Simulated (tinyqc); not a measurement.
Length of a molecular wire: coherent transport through a tight-binding bridge. Computed by the program tinyqc. T = Gamma_L Gamma_R |G_1n|^2 with the self-energies of semi-infinite chains.

A uniform bridge between two chains:
```
parameter,value
site energy (eV),0.450000
hopping in the bridge (eV),1.390000
lead hopping (eV),2.160000
couplings (eV),"0.51, 0.61"
E (eV),0.430000
```

Transmission against length:
```
sites,T,ln T
2,4.1680e-02,-3.1777
3,9.1727e-01,-0.0863
4,4.1738e-02,-3.1763
5,8.8648e-01,-0.1205
6,4.1812e-02,-3.1746
7,8.5079e-01,-0.1616
8,4.1904e-02,-3.1724
9,8.1162e-01,-0.2087
10,4.2012e-02,-3.1698
```

What does the comparison show, and why?

E lies inside the band of the bridge (|E - e|/2h = 0.007 < 1): T does not decay but oscillates with length, between 0.042 and 0.917 here, as levels of the bridge pass E.
